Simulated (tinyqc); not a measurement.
# Doping from the ideality factor

Inverse problem. For thermionic-field emission over a Schottky barrier the ideality factor is n = u coth(u) with u = E00/Vt and E00 = (hbar/2) sqrt(Nd/(me m0 eps0 eps_r)) in SI units (volts). Find u, E00 and Nd.

Parameters, values chosen for the exercise; band and dielectric values close to those of gallium arsenide: temperature T = 200 K; electron mass me = 0.0667 m0; relative permittivity eps_r = 13.1.

Constants: q = 1.602176634e-19 C, kB = 1.380649e-23 J/K, eps0 = 8.8541878128e-12 F/m, hbar = 1.054571817e-34 J s, m0 = 9.1093837015e-31 kg, Vt = kB T/q. Results are converted to the units shown.

n = 1.4453205

Answer. u coth(u) rises steadily from 1, so n fixes u; the definition of E00 then gives Nd.

u = 1.21
E00 = 20.8 meV
Nd = 1.10e18 cm^-3

Computed by the program tinyqc: `OMP_NUM_THREADS=1 python tinyqc.py 2640173 2640174 out.jsonl`, one thread of a shared Intel Xeon 2.30GHz, about 0.06 s for the whole run.
